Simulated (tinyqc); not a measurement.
Admittance spectroscopy of a deep trap: two steps of the calculation.

Schottky contact on an n-type layer with shallow donors Nd (all ionised) and a donor-like deep trap, neutral when filled and positive when empty; depletion approximation. Traps within lam of the depletion edge stay filled. The traps at xt = W - lam, where the level crosses the Fermi level, follow a slow signal and not a fast one. w = 2 pi f.

Parameters, values chosen for the exercise; material values close to those of 4H silicon carbide:
- eps_r = 9.64 (relative permittivity)
- Nc = 1.73e19 cm^-3 (conduction-band density of states at 300 K)
- vth = 1.9e7 cm/s (thermal velocity at 300 K)
- Nd = 1.6e15 cm^-3 (shallow donor density)
- Vbi = 1.33 V (built-in voltage)
- Et = 0.57 eV (depth of the trap below the conduction edge)
- sn = 3.5e-16 cm^2 (capture cross-section)
- Nt = 1.3e14 cm^-3 (trap density)
- Vr = 0 V (reverse bias)
- f = 2500 Hz (signal frequency)
- T = 392 K (temperature)

Constants: q = 1.602176634e-19 C, kB = 1.380649e-23 J/K, eps0 = 8.8541878128e-14 F/cm where lengths are in cm. Results are converted to the units shown.

Question 1. Widths and limiting capacitances. lam = sqrt(2 eps0 eps_r (EF - ET)/(q Nd)), EF - ET = Et - (kB T/q) ln(Nc(T)/Nd), Nc(T) = Nc (T/300 K)^1.5. In the steady state at the band bending V, 2 eps0 eps_r V/q = Nd W^2 + Nt (W - lam)^2 (the second term only if W > lam). V = Vbi + Vr. C_HF = eps0 eps_r/W, C_LF = eps0 eps_r (Nd + Nt)/(Nd W + Nt xt).

Wanted: lam; W; xt; C_HF; C_LF.

Answer 1.

lam = 402.0 nm
W = 929.0 nm
xt = 527.0 nm
C_HF = 9.187 nF/cm^2
C_LF = 9.496 nF/cm^2

The step is 3.36 % of C_HF.

Question 2. Admittance at the signal frequency. Emission rate en = sn vth(T) Nc(T) exp(-Et/kB T) = sn g T^2 exp(-Et/kB T), g = vth Nc/(300 K)^2, as vth goes as T^0.5 and Nc as T^1.5 (degeneracy factor 1). Inflection frequency w0 = 2 en [1 + Nt xt/(Nd W)]; C = C_HF + (C_LF - C_HF)/(1 + (w/w0)^2), G/w = (C_LF - C_HF)(w/w0)/(1 + (w/w0)^2).

W = 929.03829 nm
xt = 527.03225 nm
C_HF = 9.1873900 nF/cm^2
C_LF = 9.4961667 nF/cm^2

Wanted: en; w0/(2 pi); C; G/w.

Answer 2.

en = 9224.6 1/s
w0/(2 pi) = 3071.6 Hz
C = 9.3731 nF/cm^2
G/w = 0.15117 nF/cm^2

The signal lies near the inflection, where the loss is largest.

Numbers from tinyqc (`OMP_NUM_THREADS=1 python tinyqc.py 2050097 2050098 out.jsonl`; about 0.01 s on one thread of a shared Intel Xeon 2.30GHz).
